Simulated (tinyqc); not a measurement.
Changing the unlike repulsion lambda: Born-Mayer model of an ionic crystal AB. Computed by tinyqc, a small Python program. Command: `OMP_NUM_THREADS=1 python tinyqc.py 3023186 3023187 out.jsonl bornmayer sweep`. One thread of a shared host (Intel(R) Xeon(R) Processor @ 2.30GHz), about 0.02 s of CPU time with the checks.

Energies are per ion pair and r is the nearest distance of unlike ions.

Inputs (values chosen for the exercise, for a model salt):
```
quantity                        value           unit
ionic charge z                      1              -
range rho                         0.3       angstrom
like repulsion lambda2            447             eV
dispersion C between like ions     15  eV angstrom^6
```

Structure: rock salt. Short range: with like-ion terms.

Constants: e^2/(4 pi eps_0) = 14.39964548 eV angstrom; 1 eV/angstrom^3 = 160.2176634 GPa.

Method:
- Madelung constant M, unlike neighbours z1, like neighbours z2 at f r, volume per pair: rock salt 1.747565, 6, 12, sqrt2, 2 r^3; caesium chloride 1.762675, 8, 6, 2/sqrt3, 8 r^3/(3 sqrt3); zinc blende 1.638055, 4, 12, sqrt(8/3), 16 r^3/(3 sqrt3).
- U(r) = -M z^2 e^2/(4 pi eps_0 r) + z1 lambda exp(-r/rho) + z2 [lambda2 exp(-f r/rho) - C/(f r)^6] (one mean like-ion term for both sublattices).
- Newton steps on g(r) = U'(r), from r = 9 rho: r(new) = r - U'(r)/U''(r), with the move limited to 0.3 angstrom. Where U'' is negative, move 0.3 angstrom downhill. Stop when |U'| is below 1e-9.
- B = U''(r0)/(9 c r0), with the volume written as c r^3.

One run for each value; columns: (1) unlike repulsion lambda (eV); (2) equilibrium distance r0 (angstrom); (3) lattice energy U (eV per pair); (4) bulk modulus B (GPa):
```
(1)       (2)      (3)     (4)
260    2.0701  -10.560  68.280
440    2.2545   -9.765  51.564
750    2.4551   -9.046  39.755
1300   2.6660   -8.405  31.273
2100   2.8493   -7.921  25.882
3600   3.0529   -7.445  21.306
6100   3.2492   -7.039  17.881
10000  3.4308   -6.700  15.345
```

Over the rows, equilibrium distance r0 (angstrom) rises from 2.07 to 3.43 (exponent d ln y / d ln x 0.16 between the first rows and 0.11 between the last); lattice energy U (eV per pair) rises from -10.6 to -6.70 (exponent d ln y / d ln x -0.15 between the first rows and -0.100 between the last); bulk modulus B (GPa) falls from 68.3 to 15.3 (exponent d ln y / d ln x -0.53 between the first rows and -0.31 between the last). B falls as r0^-2.93 on average; the Coulomb scale alone gives r0^-4, and the factor (r0/rho - 2), exact for nearest-neighbour repulsion alone, softens it.
